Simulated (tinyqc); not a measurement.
Gate sheet resistance from two finger widths.

Problem. At low frequency R = Rsh Wf/(3 L) + B/Wf, where B collects the channel and vertical terms. Find Rsh, B and the width of lowest R.

Values chosen for this exercise:
```
symbol  value  unit         meaning
L        0.29    um  channel length
```

input resistance of single fingers, contacted at one end, of width 1.7 and 8.2 um (ohm): 95.970250  164.21923

Answer. R Wf is a straight line in Wf^2; the minimum of R lies where both terms are equal.

Rsh = 16.00 ohm/square
B = 110.0 ohm um
width of lowest R = 2.446 um

Program tinyqc, `OMP_NUM_THREADS=1 python tinyqc.py 2262191 2262192 out.jsonl`; Intel Xeon 2.30GHz, shared host, one thread, about 0.01 s.
